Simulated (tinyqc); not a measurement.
Coherent potential approximation for a binary alloy with a semi-elliptic band: one step. Densities on A and B, and the lifetime. Three cases, with inputs chosen for the exercise.

Question. G_i = G/(1 - (e_i - S) G); densities -Im G_i/pi; their weighted sum must be -Im G/pi. Lifetime hbar/(2 |Im S|), which has a meaning only while |Im S| is small against W. Weak-scattering value of S: x (1 - x) d^2 G.

Site levels eA = -x d (share 1 - x) and eB = (1 - x) d (share x), so that their mean, the virtual crystal, is 0. Pure band: G0(z) = 2 (z - sqrt(z - W) sqrt(z + W))/W^2 with principal roots, density -Im G/pi per site. The medium has a self-energy S(z), G = G0(z - S), z = E + i eta. t_i = (e_i - S)/(1 - (e_i - S) G); the CPA demands <t> = (1 - x) tA + x tB = 0. Iteration: start at S = 0, set S(new) = S + <t>/(1 + <t> G), stop when |<t>| < 1e-9 eV.

Constants: hbar = 6.58211957e-16 eV s.

Give: densities; lifetime; weak-scattering S.

Case 1.

Values chosen: x = 0.45 (fraction of B); d = 0.85 eV (eB - eA).

eA, eB (eV): -0.382500  0.467500

S = 0.0833589-0.2110606i eV
G = 0.2983171-0.9673545i 1/eV

Answer.

densities (1/eV): on A 0.2101, on B 0.4274, weighted sum 0.3079, medium 0.3079

lifetime = 1.56 fs
weak-scattering S = 0.0533-0.1730i eV

A B site carries the larger density here, by a factor 2.03; the weak-scattering value is 21 % from S.

Case 2.

Values chosen: x = 0.43 (fraction of B); d = 3.69 eV (eB - eA).

eA, eB (eV): -1.586700  2.103300

S = 1.4620879-0.9988298i eV
G = 0.1320627-0.4458502i 1/eV

Answer.

densities (1/eV): on A 0.0233, on B 0.2992, weighted sum 0.1419, medium 0.1419

lifetime = 0.329 fs
weak-scattering S = 0.4407-1.4879i eV

A B site carries the larger density here, by a factor 12.84; the weak-scattering value is 64 % from S.

Case 3.

Values chosen: x = 0.3 (fraction of B); d = 1.58 eV (eB - eA).

eA, eB (eV): -0.474000  1.106000

S = -0.1614823-0.1712945i eV
G = -0.1958078-0.4779025i 1/eV

Answer.

densities (1/eV): on A 0.1840, on B 0.0778, weighted sum 0.1521, medium 0.1521

lifetime = 1.92 fs
weak-scattering S = -0.1027-0.2505i eV

An A site carries the larger density here, by a factor 2.37; the weak-scattering value is 42 % from S.

Computed by tinyqc, one run a case: `OMP_NUM_THREADS=1 python tinyqc.py N N+1 out.jsonl` with N = 1481337, 1482131, 1482286; one thread of a shared Intel(R) Xeon(R) Processor @ 2.30GHz, about 0.01 s a run at most.
